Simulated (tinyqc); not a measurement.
# Worked calculation: interface traps from C-V curves, high-low and Terman methods

tinyqc, about 0.01 s, one thread, Intel Xeon 2.30GHz (shared host): `OMP_NUM_THREADS=1 python tinyqc.py 2030091 2030092 out.jsonl` Printed values are rounded.

MOS capacitor on an n-type substrate; psi is the band bending, negative in depletion; only majority carriers are counted. At the bending psi the Fermi level lies y = xi - psi below the conduction edge at the surface, xi = Vt ln(Nc/Nd). Dit(y) = D0 + D1 exp(-y/E1); traps fill up to the Fermi level, follow the bias and a slow signal, and do not follow a fast one. V is the gate voltage from flat band.

Values chosen for this exercise; band and dielectric values close to those of gallium nitride:
```
symbol    value         unit                                   meaning
T           250            K                               temperature
eps_r      9.35                                  relative permittivity
Nc      1.77e18        cm^-3    conduction-band density of states at T
Nd       1.8e17        cm^-3                             donor density
EOT           3           nm                equivalent oxide thickness
D0       2.3e11  cm^-2 eV^-1       trap density far from the band edge
D1       3.9e12  cm^-2 eV^-1  band-tail density at the conduction edge
E1         0.15           eV                  decay energy of the tail
n             7                                                 points
pa         -0.9            V                      deepest band bending
pb       -0.032            V                   shallowest band bending
```

Constants: q = 1.602176634e-19 C, kB = 1.380649e-23 J/K, Vt = kB T/q, eps0 = 8.8541878128e-14 F/cm where lengths are in cm. Results are converted to the units shown.

Range of the model: Traps more than about 25 kB T below the conduction edge emit electrons too slowly to follow an ordinary sweep, so the deepest points are idealised.

## The curves

Cox = 3.9 eps0/EOT, LD = sqrt(eps0 eps_r Vt/(q Nd)), u = psi/Vt, Cd = (eps0 eps_r/(sqrt(2) LD)) |exp(u) - 1|/sqrt(exp(u) - u - 1). Ideal V0 = psi - sqrt(2) (eps0 eps_r Vt/LD) sqrt(exp(u) - u - 1)/Cox for psi < 0; the traps add dV = (q/Cox) times the integral of Dit from 0 to psi = (q/Cox) [D0 psi + D1 E1 exp(-xi/E1) (exp(psi/E1) - 1)]. 1/C_HF = 1/Cox + 1/Cd, 1/C_LF = 1/Cox + 1/(Cd + q Dit). Take n equally spaced psi from pa to pb.

| point | psi (V) | y (eV) | Dit (cm^-2 eV^-1) | V0 (V) | V (V) | C_HF (nF/cm^2) | C_LF (nF/cm^2) |
|---|---|---|---|---|---|---|---|
| 0 | -0.900000 | 0.949243 | 2.36962e11 | -1.07793 | -1.16524 | 105.852 | 136.246 |
| 1 | -0.755333 | 0.804577 | 2.48263e11 | -0.91796 | -1.00040 | 114.824 | 146.087 |
| 2 | -0.610667 | 0.659910 | 2.77910e11 | -0.75638 | -0.83357 | 126.682 | 160.773 |
| 3 | -0.466000 | 0.515243 | 3.55685e11 | -0.59256 | -0.66350 | 143.460 | 185.313 |
| 4 | -0.321333 | 0.370577 | 5.59713e11 | -0.42528 | -0.48732 | 170.065 | 231.144 |
| 5 | -0.176667 | 0.225910 | 1.09494e12 | -0.25144 | -0.29768 | 223.482 | 324.942 |
| 6 | -0.032000 | 0.081243 | 2.49904e12 | -0.05551 | -0.06780 | 428.470 | 557.975 |

Cox = 1151.04 nF/cm^2

At the deepest bending the traps stretch the gate voltage from -1.08 to -1.17 V.

## High-low extraction

q Dit = (1/C_LF - 1/Cox)^(-1) - (1/C_HF - 1/Cox)^(-1) at each point.

| point | Dit by high-low (cm^-2 eV^-1) |
|---|---|
| 0 | 2.36962e11 |
| 1 | 2.48263e11 |
| 2 | 2.77910e11 |
| 3 | 3.55685e11 |
| 4 | 5.59713e11 |
| 5 | 1.09494e12 |
| 6 | 2.49904e12 |

With a true high-frequency curve this returns Dit exactly.

## Terman extraction

psi at each point follows from C_HF and the ideal curve. Dit = (Cox/q) d(V - V0)/dpsi by central differences over the two neighbours.

Dit by Terman, point 1 to 5 (cm^-2 eV^-1): [2.51229e11, 2.85691e11, 3.76096e11, 6.13257e11, 1.23541e12]

The differences overstate the curved tail; the largest error is 13 %, at point 5.
